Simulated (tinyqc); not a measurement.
# Resistance of a source-drain extension with a graded tip: two studies

y runs along the channel, the gate covers y > 0. The doping is N0 for y < y0 and N0 10^(-(y - y0)/la) beyond, uniform over the depth xj. Sheet conductance s(y) = q mu(N) max(N - Nch, 0) xj + (for y > 0) ma Cox Vo, with mu(N) = u0 + (u1 - u0)/(1 + (N/Nr)^au) and Cox = eps0 eox/tox. Current is taken as one-dimensional; depletion of the tip, spreading and the contact are left out. The metallurgical junction lies at yj, where N = Nch.

Parameters, values chosen for the exercise; mobility law close to that of holes in silicon: relative permittivity of the gate insulator (close to silicon dioxide) eox = 3.9; insulator thickness tox = 2.8 nm; active doping of the extension far from the gate N0 = 1.8e20 cm^-3; lateral abruptness la = 5.1 nm/decade; position under the gate where the fall begins (gate edge at 0) y0 = -0.8 nm; depth of the extension xj = 18 nm; channel doping Nch = 5.1e17 cm^-3; spacer length Ls = 24 nm; gate overdrive Vo = 0.45 V; mobility of the gate-induced layer ma = 92 cm^2/(V s); mobility at low doping u1 = 470.5 cm^2/(V s); mobility at high doping u0 = 44.9 cm^2/(V s); reference doping Nr = 2.23e17 cm^-3; exponent au = 0.719; gate length Lg = 50 nm.

Constants: q = 1.602176634e-19 C, eps0 = 8.8541878128e-14 F/cm where lengths are in cm. Results are converted to the units shown.

Each table varies one quantity; the others keep the values above.

## Abruptness at a fixed junction position

R_spacer = integral of dy/s from -Ls to 0, R_ov from 0 to yj, R_channel = (Lg - 2 yj)/(ma Cox Vo), R_total = 2 R_spacer + 2 R_ov + R_channel. Electrical length L_eff = ma Cox dR_total/d(1/Vo); R_series = R_total - L_eff/(ma Cox Vo). y0 is moved with la so that yj stays at 12.193 nm.

The same in every row: yj (nm) = 12.19; R_channel (ohm um) = 501.7.

Abruptness at a fixed junction position:
```
la (nm/decade)  R_spacer (ohm um)  R_ov (ohm um)  R_total (ohm um)  L_eff (nm)  R_series (ohm um)
1                           9.593          18.89             558.6       26.45              40.54
2.3                         9.593          37.24             595.3       27.53              56.13
3.6                         9.593          55.59             632.0       28.61              71.71
4.9                         9.601          73.93             668.7       29.69              87.30
6.1                         10.81          89.73             702.7       30.67              102.0
7.4                         14.93          104.4             740.3       31.71              119.3
8.7                         22.21          116.6             779.3       32.69              139.1
10                          32.49          126.8             820.2       33.59              162.3
```

What does the table show?

As la goes from 1 to 10 nm/decade, R_total rises from 559 to 820 ohm um, R_spacer rises from 9.59 to 32.5 ohm um and R_ov rises from 18.9 to 127 ohm um. R_total changes on average by 29.1 ohm um for each nm/decade. L_eff exceeds the metallurgical length by 0.839 nm in the first row and 7.98 nm in the last, since the gate also controls the lightly doped tips.

## Effect of the gate overdrive

Same model as above.

The same in every row: yj (nm) = 12.19; R_spacer (ohm um) = 9.655.

Results:
```
Vo (V)  R_ov (ohm um)  R_channel (ohm um)  R_total (ohm um)  L_eff (nm)  R_series (ohm um)
0.15            130.4                1505              1785       27.51              168.6
0.3             94.67               752.5             961.2       28.82              114.4
0.45            76.70               501.7             674.4       29.85              89.71
0.6             65.35               376.2             526.3       30.70              75.23
0.75            57.36               301.0             435.0       31.43              65.63
0.9             51.36               250.8             372.9       32.07              58.77
1.2             42.83               188.1             293.1       33.15              49.59
```

Estimate the missing row, Vo = 1.05 V.

Computed row:
```
Vo (V)  R_ov (ohm um)  R_channel (ohm um)  R_total (ohm um)  L_eff (nm)  R_series (ohm um)
1.05            46.65               215.0             327.6       32.64              53.61
```

With this row back in the table: As Vo goes from 0.15 to 1.2, R_total falls from 1790 to 293 ohm um, L_eff rises from 27.5 to 33.2 nm and R_series falls from 169 to 49.6 ohm um. Both extracted quantities depend on the overdrive at which they are taken.

Computed by the program tinyqc: `OMP_NUM_THREADS=1 python tinyqc.py 2282213 2282214 out.jsonl`, one thread of a shared Intel Xeon 2.30GHz, about 0.03 s for the whole run.
